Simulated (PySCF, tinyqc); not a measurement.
Inside a calculation. Method: RKS/BLYP in the sto-6g basis, for H6, spin multiplicity 1. The lowest restricted solution is unstable here: a spin-polarised one lies 0.0028 hartree lower (PySCF). One step of it, computed by the program tinyqc.

Problem. Iteration 2: diagonalisation and new density. Diagonalise F' = X^T F X, C = X C', fill 3 alpha and 3 beta electrons from the bottom; D = 2 C_occ C_occ^T. Each column has its largest component positive (the first on a tie).

Kohn-Sham matrix F (hartree), lower triangle:
```
           1H 1s      2H 1s      3H 1s      4H 1s      5H 1s     6H 1s
1H 1s   0.185279
2H 1s  -0.145182  -0.364754
3H 1s  -0.034188  -0.305509  -0.599025
4H 1s  -0.003196  -0.043533  -0.293923  -0.592608
5H 1s  -0.000245  -0.004345  -0.043446  -0.302687  -0.353382
6H 1s  -0.000010  -0.000244  -0.003178  -0.033839  -0.142222  0.192518
```

X, lower triangle:
```
           1H 1s      2H 1s      3H 1s      4H 1s      5H 1s     6H 1s
1H 1s   1.038914
2H 1s  -0.170638   1.094743
3H 1s   0.025557  -0.206027   1.096216
4H 1s  -0.003786   0.027123  -0.179474   1.096376
5H 1s   0.000742  -0.004770   0.027149  -0.206328   1.094786
6H 1s  -0.000120   0.000740  -0.003783   0.025556  -0.170395  1.038802
```

Give: F' = X^T F X; orbital energies; coefficients C; D after iteration 2.

Solution.

F' = X^T F X (hartree), lower triangle:
```
        1       2       3       4       5      6
1   0.241
2  -0.143  -0.267
3   0.028  -0.174  -0.504
4  -0.005   0.030  -0.145  -0.497
5   0.001  -0.007   0.030  -0.174  -0.255
6   0.000   0.001  -0.005   0.028  -0.143  0.248
```

orbital energies (hartree): MO1 -0.695, MO2 -0.520, MO3 -0.259, MO4 -0.141, MO5 0.284, MO6 0.297

coefficients C:
```
          MO1     MO2     MO3     MO4     MO5     MO6
1H 1s  -0.006  -0.003   0.088   0.132   0.919  -0.490
2H 1s   0.136  -0.361   0.730   0.589  -0.418   0.260
3H 1s   0.584  -0.575  -0.353  -0.660   0.143  -0.163
4H 1s   0.558   0.605  -0.285   0.687   0.029   0.215
5H 1s   0.123   0.352   0.685  -0.647  -0.207  -0.450
6H 1s  -0.005   0.002   0.080  -0.140   0.499   0.913
```

D after iteration 2, lower triangle:
```
        1H 1s   2H 1s   3H 1s   4H 1s  5H 1s  6H 1s
1H 1s   0.016
2H 1s   0.129   1.363
3H 1s  -0.066   0.059   1.592
4H 1s  -0.060  -0.701   0.159   1.517
5H 1s   0.118   0.779  -0.744   0.172  1.215
6H 1s   0.014   0.113  -0.064  -0.049  0.109  0.013
```
